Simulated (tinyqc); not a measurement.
Changing the temperature T: pressure-driven transition between two phases with analytic equations of state. Computed by tinyqc, a small Python program. Command: `OMP_NUM_THREADS=1 python tinyqc.py 3015252 3015253 out.jsonl transition sweep`. One thread of a shared host (Intel(R) Xeon(R) Processor @ 2.30GHz), about 0.01 s of CPU time with the checks.

Each phase obeys E = E0 + (9 V0 B0/16) [y^3 B' + y^2 (2 - 4 y)], y = (V0/V)^(2/3) - 1; P = (3 B0/2) (x^7 - x^5) [1 + (3/4)(B' - 4)(x^2 - 1)], x = (V0/V)^(1/3); E0 = 0 for phase 1 and Delta E0 for phase 2. H = E + P V.

Inputs (values chosen for the exercise, for two model phases):
```
quantity                                   value             unit
volume V0 of phase 1                          16  angstrom^3/atom
B0 of phase 1                               32.2              GPa
B' of phase 1                               4.96                -
volume V0 of phase 2                        14.6  angstrom^3/atom
B0 of phase 2                               40.3              GPa
B' of phase 2                               4.77                -
energy of phase 2 above phase 1, Delta E0  0.076          eV/atom
entropy of phase 2 less phase 1, Delta S    0.18         k_B/atom
```

Equation of state: Birch-Murnaghan.

Constants: 1 eV/angstrom^3 = 160.2176634 GPa; k_B = 8.617333262e-05 eV/K.

Method. Start from P = Delta E0/(V0 of phase 1 - V0 of phase 2); at each P solve P(V) = P for both phases and step P(new) = P - (H_2 - H_1)/(V_2 - V_1); stop when |H_2 - H_1| < 1e-10 eV. At the zero-temperature transition the volume change is V_2/V_1 - 1 and the work is P (V_1 - V_2). At T the condition is H_2 - H_1 - T Delta S = 0, with Delta S constant and thermal expansion left out; the Clausius-Clapeyron slope is dP/dT = Delta S/(V_2 - V_1) at the zero-temperature point.

One run for each value:
```
temperature T (K)  transition pressure at T (GPa)  linear estimate at T (GPa)
100                                         11.84                       11.84
300                                         11.22                       11.21
500                                         10.61                       10.58
800                                          9.72                        9.64
1100                                         8.85                        8.70
1400                                         8.01                        7.76
1800                                         6.92                        6.51
```

Over the rows, transition pressure at T (GPa) falls from 11.8 to 6.92 (exponent d ln y / d ln x -0.049 between the first rows and -0.58 between the last); linear estimate at T (GPa) falls from 11.8 to 6.51 (exponent d ln y / d ln x -0.050 between the first rows and -0.70 between the last). The line bends away from the linear estimate because V_2 - V_1 changes along it.

Caution (all rows): a constant Delta S holds only at high temperature; it vanishes as T goes to 0, so the shift counted from T = 0 is somewhat too large.
